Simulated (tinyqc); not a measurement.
Worked calculation: decay of LO phonons and the hot-phonon bottleneck in the cooling of electrons. Computed by tinyqc, a small Python program that keeps every step. Command: `OMP_NUM_THREADS=1 python tinyqc.py 3012604 3012605 out.jsonl hotphonon walk`. One thread of a shared host (Intel(R) Xeon(R) Processor @ 2.30GHz), about 0.01 s of CPU time with the checks. Intermediate numbers are printed to about 7 digits and carried at full precision; extremes and crossings named in words are read from the listed rows.

n(E, T) = 1/(exp(E/(k_B T)) - 1) is the Bose occupation. Electrons have a temperature T_e; the LO modes within their reach share one occupation N; the decay products stay at the lattice temperature.

Inputs (values chosen for the exercise, modelled on aluminium nitride):
```
quantity                                             value    unit
LO energy hbar omega                                   112     meV
lifetime at T = 0, tau_0                               1.4      ps
weight b of the three-phonon channel                  0.11       -
lattice temperature T                                  250       K
electron mass m*                                     0.312     m_0
eps_inf                                               4.68       -
static dielectric constant eps_s                      8.53       -
electron density n                                 1.7e+19  1/cm^3
density of LO modes that the electrons reach, N_m  1.1e+19  1/cm^3
power supplied per electron P                           10      nW
step factor                                            0.8       -
```

Decay channel: two equal phonons plus a three-phonon channel.

Constants: k_B = 8.617333262e-05 eV/K; c = 299792458 m/s; e^2/(4 pi eps_0) = 14.39964548 eV angstrom; hbar^2/(2 m_0) = 3.80998212 eV angstrom^2; hbar = 6.582119569e-16 eV s; e = 1.602176634e-19 C; k_B = 1.380649e-23 J/K.

## Lifetime and Raman width

Decay rate 1/tau = (1/tau_0) [1 + 2 n_2 + b (1 + 3 n_3 + 3 n_3^2)]/(1 + b), n_2 = n(hbar omega/2), n_3 = n(hbar omega/3). Full width Gamma = 1/(2 pi c tau) in 1/cm, c in cm/s.

thermal factor tau_0/tau = 1.222197

phonon lifetime tau = 1.145478 ps

Raman width Gamma = 4.634604 1/cm

equilibrium LO occupation N_0 = 0.005553729

Stimulated decay shortens the lifetime by 18 %.

## Spontaneous emission time

Froehlich coupling alpha = (e^2/(4 pi eps_0)) (1/eps_inf - 1/eps_s) k_0/(2 hbar omega), k_0 = sqrt(m* hbar omega/(hbar^2/(2 m_0))); emission time tau_sp = hbar/(2 alpha hbar omega); bottleneck ratio r = (n/N_m) tau/tau_sp.

alpha = 0.5937375

emission time tau_sp = 4.949066 fs

bottleneck ratio r = 357.7007

r compares the rate at which electrons exchange quanta with a mode to its decay rate. Exchange outruns decay, so a hot population builds up if the power is high enough. Caution: alpha is above 1/2, so hbar/tau_sp exceeds hbar omega and the emission time, a weak-coupling result, is only rough.

## Electron and phonon temperatures in closed form

Net emission per electron: [(N + 1) x - N]/tau_sp with x = exp(-hbar omega/(k_B T_e)), a simple two-level balance; steady state of the modes: n [(N + 1) x - N]/tau_sp = N_m (N - N_0)/tau; power per electron P = hbar omega [(N + 1) x - N]/tau_sp. With p = P tau_sp/(hbar omega): N = N_0 + r p and x = (p + N)/(N + 1); without hot phonons N = N_0. The mode temperature T_LO solves n(hbar omega, T_LO) = N.

reduced power p = 0.002758004

LO occupation N = 0.9920936

electron temperature T_e = 1871.837 K

T_e without hot phonons = 271.0191 K

mode temperature T_LO = 1864.383 K

Hot phonons raise T_e by 1601 K. T_LO lies close to T_e: electrons and LO modes form one hot system, cooled only by the decay. Caution: at such T_e upper valleys, non-parabolic bands or other phonons can take part.

## The same balance by iteration

Eliminating N gives P(T_e) = (hbar omega/tau_sp) [(N_0 + 1) x - N_0]/[1 + r (1 - x)]. Newton steps on ln P against ln T_e, times the step factor, each limited to 0.7 in ln T_e and to keeping a fifth of T_e - T; start at 1.5 T; stop when |ln(P/P(T_e))| < 1e-9 or after 40 steps.

Iterations:
```
step   T_e (K)  P(T_e) (nW)  ln(P/P(T_e))
0      375.000     0.269859  3.612443e+00
1      731.911     2.003587  1.607646e+00
2     1314.483     5.922707  5.237914e-01
3     1711.736     8.814335  1.262057e-01
4     1836.707     9.739132  2.643310e-02
5     1864.672     9.946761  5.338110e-03
6     1870.398     9.989309  1.069715e-03
7     1871.549     9.997860  2.140269e-04
8     1871.779     9.999572  4.280875e-05
9     1871.826     9.999914  8.561884e-06
10    1871.835     9.999983  1.712382e-06
11    1871.837     9.999997  3.424766e-07
12    1871.837     9.999999  6.849533e-08
13    1871.837    10.000000  1.369907e-08
14    1871.837    10.000000  2.739813e-09
15    1871.837    10.000000  5.479632e-10
```

converged (1 yes, 0 no) = 1

T_e from the iteration = 1871.837 K

Converged at step 15.

## Energy relaxation with and without hot phonons

P(T_e) = (hbar omega/tau_sp) [(N_0 + 1) x - N_0]/[1 + r (1 - x)], and r = 0 without hot phonons; energy relaxation time tau_E = (3/2) k_B (T_e - T)/P.

Cooling:
```
T_e (K)  P, cold phonons (nW)  P, hot phonons (nW)     ratio  tau_E (ps)            N
280                  15.01111           0.04225478  355.2524    14.70347  0.009722331
330                  50.87662            0.1446453  351.7336    11.45408   0.01982357
400                  121.3359            0.3518809  344.8209    8.828159   0.04026818
550                  323.0482            0.9938995  325.0311    6.251055    0.1036059
750                  624.3345             2.113006  295.4722    4.900539    0.2140102
1050                 1037.250             4.068266  254.9614    4.072445    0.4069043
1550                 1556.188             7.626549  204.0488    3.530123    0.7579432
2250                 2026.032             12.82681  157.9529    3.229132     1.270970
```

Reabsorption cuts the loss by a factor 355 at the lowest T_e and 158 at the highest; the factor is 1 + r (1 - x) with r = 358. tau_E runs from 15 to 3.2 ps, with its shortest value, 3.2 ps, at T_e = 2250 K, against tau_sp = 4.9 fs and a phonon lifetime of 1.1 ps. For r (1 - x) much above 1 the loss tends to hbar omega (N_m/n)(n(hbar omega, T_e) - N_0)/tau, in which tau_sp no longer appears. In the coldest rows the electrons are degenerate, so (3/2) k_B (T_e - T) overstates their excess energy. Pauli blocking is left out, as are upper valleys and non-parabolic bands, which can matter above about 1000 K.

Checks made by the program: iteration against the closed form (relative difference 4e-10).
